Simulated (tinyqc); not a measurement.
Landau-Devonshire theory of a uniaxial ferroelectric: one step, computed by the program tinyqc.

G(P) = (alpha/2) P^2 + (beta*/4) P^4 + (gamma/6) P^6 - E P per volume, SI units, one domain, P along the polar axis, which is normal to the film.

Problem. A capacitor with imperfect screening. Between shorted electrodes with screening length lambda each, the depolarising field is -k P, k = 2 lambda/(eps_0 (d + 2 lambda eps_b)), so alpha turns into alpha + k. Ps^2 = [-beta* + sqrt(beta*^2 - 4 alpha gamma)]/(2 gamma). The polar state is the lowest uniform state while alpha + k < 0 (beta* > 0) or < 3 beta*^2/(16 gamma) (beta* < 0); setting the equality gives the critical thickness d_c.

Inputs (values chosen for the exercise, for a model ferroelectric): Curie-Weiss temperature T0 = 370 K; gamma = 1.63e+10 J m^9/C^6; temperature T = 336 K; film thickness d = 6.6 nm; screening length lambda = 0.0037 nm; background permittivity eps_b = 5.

Sample: epitaxial film.

alpha = -1.511636e+08 J m/C^2

beta* = -4.668636e+09 J m^5/C^4

Constants: eps_0 = 8.8541878128e-12 F/m.

Give: depolarising coefficient k; polarisation of the film; size of the depolarising field; critical thickness d_c.

Solution.

depolarising coefficient k = 1.259e+08 J m/C^2

polarisation of the film = 54.01 microcoulomb/cm^2

size of the depolarising field = 68.01 MV/m

critical thickness d_c = 2.043 nm
